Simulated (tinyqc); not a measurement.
Worked calculation: Ewald sum of point charges, bcc lattice in a neutralising background. Computed by tinyqc, a small Python program that keeps every step. Command: `OMP_NUM_THREADS=1 python tinyqc.py 21011 21012 out.jsonl` (the two numbers bound the seeds that draw the settings). One thread of a shared host (Intel(R) Xeon(R) Processor @ 2.60GHz), about 0.04 s of CPU time with the checks.

## Ewald sum with eta = 0.403 1/bohr

cell vectors (rows) (bohr):
```
          1         2         3
1  7.810000  0.000000  0.000000
2  0.000000  7.810000  0.000000
3  0.000000  0.000000  7.810000
```

Charges:

| q | f1 | f2 | f3 |
|---|---|---|---|
| 2.000000 | 0.000000 | 0.000000 | 0.000000 |
| 2.000000 | 0.500000 | 0.500000 | 0.500000 |

Real space: 1/2 sum q_i q_j erfc(eta r)/r over all images with r > 0; reciprocal space: (2 pi/V) sum_(G != 0) exp(-G^2/4 eta^2)/G^2 |S(G)|^2 with S(G) = sum q exp(i G.r); self term -eta/sqrt(pi) sum q^2; background -pi Q^2/(2 V eta^2), Q the total charge.

Real-space shells (first ones):

| r (bohr) | pairs | sum (hartree) |
|---|---|---|
| 6.763658 | 16 | 0.000548 |
| 7.810000 | 12 | 0.000026 |
| 11.045008 | 24 | 1.34e-09 |
| 12.951420 | 48 | 0 |
| 13.527317 | 16 | 0 |

Reciprocal shells (first ones that count):

| G^2 (1/bohr^2) | vectors | sum (hartree) |
|---|---|---|
| 1.294457 | 12 | 0.266729 |
| 2.588914 | 6 | 0.009092 |
| 3.883371 | 24 | 0.003306 |
| 5.177828 | 12 | 0.000169 |
| 6.472286 | 24 | 0.000037 |
| 7.766743 | 8 | 1.40e-06 |
| 9.061200 | 48 | 9.79e-07 |
| 10.355657 | 6 | 1.46e-08 |
| 11.650114 | 36 | 1.06e-08 |
| 12.944571 | 24 | 8.68e-10 |
| 14.239028 | 24 | 1.08e-10 |

## The total does not depend on eta

The same sums for other eta.

Totals (hartree per cell):

| eta | real | reciprocal | self | background | total |
|---|---|---|---|---|---|
| 0.403000 | 0.000574 | 0.279334 | -1.818947 | -0.324845 | -1.86388397 |
| 0.610000 | 2.55e-08 | 1.031145 | -2.753245 | -0.141784 | -1.86388397 |
| 0.816000 | 0 | 1.898379 | -3.683030 | -0.079233 | -1.86388397 |

shortest distance = 6.763658 bohr
